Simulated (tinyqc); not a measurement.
Deep-level transient spectroscopy: two steps of the calculation.

Schottky contact on an n-type layer with shallow donors Nd (all ionised) and a donor-like deep trap, neutral when filled and positive when empty; depletion approximation. Traps within lam of the depletion edge stay filled. A long pulse to Vp fills the traps beyond x1 = Wp - lam; back at Vr those between x1 and x2 = Wr - lam emit. A rate window reads S = C(t2) - C(t1).

Inputs (values chosen for the exercise); material values close to those of silicon:
```
symbol    value   unit                                      meaning
eps_r      11.8                               relative permittivity
Nc      2.79e19  cm^-3   conduction-band density of states at 300 K
vth       2.3e7   cm/s                    thermal velocity at 300 K
Nd       7.4e14  cm^-3                        shallow donor density
Et         0.48     eV  depth of the trap below the conduction edge
sn      4.5e-16   cm^2                        capture cross-section
Nt         2e13  cm^-3                                 trap density
t1          0.2     ms                          first sampling time
t2            1     ms                         second sampling time
T           278      K                 temperature of the transient
```

Constants: q = 1.602176634e-19 C, kB = 1.380649e-23 J/K, eps0 = 8.8541878128e-14 F/cm where lengths are in cm. Results are converted to the units shown.

Problem 1. Emission rate and rate window. Emission rate en = sn vth(T) Nc(T) exp(-Et/kB T) = sn g T^2 exp(-Et/kB T), g = vth Nc/(300 K)^2, as vth goes as T^0.5 and Nc as T^1.5 (degeneracy factor 1). For an exponential transient S peaks where en = ew = ln(t2/t1)/(t2 - t1).

Find: g; en; 1/en; ew.

Solution 1.

g = 7.1300e21 cm^-2 s^-1 K^-2
en = 492.74 1/s
1/en = 2.0295 ms
ew = 2011.8 1/s

Problem 2. The transient. W(t)^2 = Wr^2 + (Nt/Nd)(x2^2 - x1^2) exp(-en t), C = eps0 eps_r/W; for small Nt, dC/C = -(Nt/2 Nd) G exp(-en t) with G = (x2^2 - x1^2)/Wr^2. S = C(t2) - C(t1).

t, sample 0 to 6 (ms): 0  0.1  0.2  0.6  1  2  5
en = 492.73833 1/s
Wr = 2202.5045 nm
G = (x2^2 - x1^2)/Wr^2 = 0.47527295

Find: C; C - C(final); S.

Solution 2.

```
sample  C (nF/cm^2)  C - C(final) (pF/cm^2)
0             4.713                  -30.18
1             4.715                  -28.74
2             4.716                  -27.37
3             4.721                  -22.51
4             4.725                  -18.50
5             4.732                  -11.33
6             4.741                   -2.59
```

S = 8.864 pF/cm^2

Program tinyqc, `OMP_NUM_THREADS=1 python tinyqc.py 2050068 2050069 out.jsonl`; Intel Xeon 2.30GHz, shared host, one thread, about 0.01 s.
